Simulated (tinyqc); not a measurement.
Epitaxial growth on a vicinal surface: Burton-Cabrera-Frank step flow, step-edge barrier and island nucleation: one step, computed by the program tinyqc. Command: `OMP_NUM_THREADS=1 python tinyqc.py 3017823 3017824 out.jsonl stepflow walk`. One thread of a shared host (Intel(R) Xeon(R) Processor @ 2.30GHz), about 0.04 s of CPU time with the checks.

Adatoms land at rate F, hop on a square grid (a simplification for hexagonal faces), desorb, or join steps. Lengths are in units of a and n is the adatom coverage. Steps ascend at x = 0 and descend at x = l.

Question. Scales. D = nu exp(-E_d/(k_B T)) (a^2/s, nu counted per direction); tau = exp(E_a/(k_B T))/nu; x_s = sqrt(D tau); n_eq = exp(-E_f/(k_B T)); terrace width l = h/(a tan(miscut)); Schwoebel length l_s = exp(E_s/(k_B T)) - 1. Temperatures in kelvin are T(C) + 273.15.

Inputs (values chosen for the exercise, close to those used for 4H-SiC(0001)):
```
quantity                     value      unit
site spacing a                3.08  angstrom
step height h                 2.52  angstrom
diffusion barrier E_d          1.8        eV
desorption energy E_a         4.01        eV
adatom formation energy E_f   1.44        eV
step-edge barrier E_s            0        eV
attempt frequency nu            10       THz
miscut angle                   0.1   degrees
temperature T                 1610         C
```

Constants: k_B = 8.617333262e-05 eV/K.

Give: D; lifetime tau; diffusion length x_s; equilibrium coverage n_eq; terrace width l; Schwoebel length l_s.

Answer.

D = 1.523e+08 a^2/s

lifetime tau = 0.005392 s

diffusion length x_s = 906.3 a

equilibrium coverage n_eq = 1.400e-04

terrace width l = 468.8 a

Schwoebel length l_s = 0 a

l/x_s = 0.517: capture and desorption compete.
